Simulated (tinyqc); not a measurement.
Comparisons within one model: polytypes by hexagonality, and a cubic inclusion as a quantum well. A value that a table varies takes the place of the one given here.

Gap: E3 + (E2 - E3) h. Valence top Ev2 h and polarisation P2 h, both counted from 3C; Ec = Ev + gap.

A cubic inclusion of width L = N d in the host (h = 1) is a well of depth V = Ec(host) - Ec(3C). Square well with mass mismatch: k tan(k L/2) = (m_w/m_b) q, k = sqrt(m_w E/c), q = sqrt(m_b (V - E)/c), c = hbar^2/2m0, lowest root. The depth of the level, V - E, is its binding, and the transition to the valence top of the host is gap(host) - (V - E). The step in polarisation gives a field |F| = |P|/(eps eps0) in a thin inclusion, eps0 = 8.8541878e-12 F/m.

Constants: hbar^2/2m0 = 3.80998211 eV angstrom^2.

Inputs chosen for the exercise (of the order of those of GaAs; shifted at random, so the results belong to these values and not to a real crystal): E3 = 1.514 eV (gap of the cubic polytype); E2 = 1.527 eV (gap of 2H); Ev2 = 0.106 eV (valence top of 2H above that of 3C); P2 = 0.0016 C/m^2 (spontaneous polarisation of 2H); m = (0.065, 0.063) m0 (electron mass along c in the cubic layer and in the host); d = 3.266 angstrom (thickness of a double layer); eps = 13.1 (dielectric constant); N = 9 (double layers in the cubic inclusion).

## Width of the inclusion

Without the field: square well. With it, the potential inside is |F| (z - L/2), the host conduction edge lies at V - |F| L/2 on one side and V + |F| L/2 on the other, and the lowest level E_F is found by finite differences (step 0.25 angstrom, wide box, good to about 1 meV). Holes sit in the host on the high side, so the transition is gap(host) - V + E_F - |F| L/2. A dash: bound by less than 2 meV or not at all.

Results:

| N | L (angstrom) | depth (eV) | transition (eV) | depth below the low side, with field (eV) | transition with field (eV) |
|---|---|---|---|---|---|
| 2 | 6.53 | 0.002 | 1.525 | - | - |
| 4 | 13.06 | 0.009 | 1.518 | 0.002 | 1.507 |
| 6 | 19.60 | 0.018 | 1.509 | 0.007 | 1.493 |
| 10 | 32.66 | 0.038 | 1.489 | 0.019 | 1.463 |
| 15 | 48.99 | 0.059 | 1.468 | 0.030 | 1.429 |
| 20 | 65.32 | 0.073 | 1.454 | 0.036 | 1.401 |
| 30 | 97.98 | 0.091 | 1.436 | 0.040 | 1.352 |

What can be read from the table?

The square well binds a level even at N = 2 (2 meV), as any symmetric one-dimensional well does; the depth grows to 91 of 119 meV, and the transition tends to E3 - Ev(host) = 1.408 eV. With the field the level is bound by 2 meV or more for N = 4, 6, 10, 15, 20 and 30, and the transition is lowered by 11 meV at N = 4 and 84 meV at N = 30, where |F| L/2 = 68 meV. Free carriers or surface charge screen the field and the step between the two sides; with the field removed every row returns to its square-well depth, and the attraction to the hole, left out here, binds the electron further.

## What each parameter does

Well depth, depth of the level, transition without the field and field. Each row changes one parameter from the base and keeps the others.

Results:

| case | V (eV) | depth (eV) | transition (eV) | \|F\| (MV/cm) |
|---|---|---|---|---|
| base | 0.1190 | 0.0331 | 1.4939 | 0.138 |
| N = 10 | 0.1190 | 0.0379 | 1.4891 | 0.138 |
| Ev2 = 0.136 eV | 0.1490 | 0.0479 | 1.4791 | 0.138 |
| E3 = 1.494 eV | 0.1390 | 0.0428 | 1.4842 | 0.138 |
| E2 = 1.557 eV | 0.1490 | 0.0479 | 1.5091 | 0.138 |
| P2 = 0.0021 C/m^2 | 0.1190 | 0.0331 | 1.4939 | 0.181 |
| eps = 14.1 | 0.1190 | 0.0331 | 1.4939 | 0.128 |
| m = (0.078, 0.063) m0 | 0.1190 | 0.0340 | 1.4930 | 0.138 |

What can be read from the table?

The largest shifts from the base row, up to three for each result and ties (the steps differ in size, so this ranks the rows, not the parameters). V (eV): E2 +0.0300, Ev2 +0.0300, E3 +0.0200; unchanged at the printed digits by N, P2, eps and m. depth (eV): E2 +0.0148, Ev2 +0.0148, E3 +0.0097; unchanged at the printed digits by P2 and eps. transition (eV): E2 +0.0152, Ev2 -0.0148, E3 -0.0097; unchanged at the printed digits by P2 and eps. |F| (MV/cm): P2 +0.043, eps -0.010; unchanged at the printed digits by N, Ev2, E3, E2 and m.

Run: tinyqc, `OMP_NUM_THREADS=1 python tinyqc.py 1850047 1850048 out.jsonl`; Intel(R) Xeon(R) Processor @ 2.30GHz, one thread, shared host; about 0.09 s of CPU time with all checks.
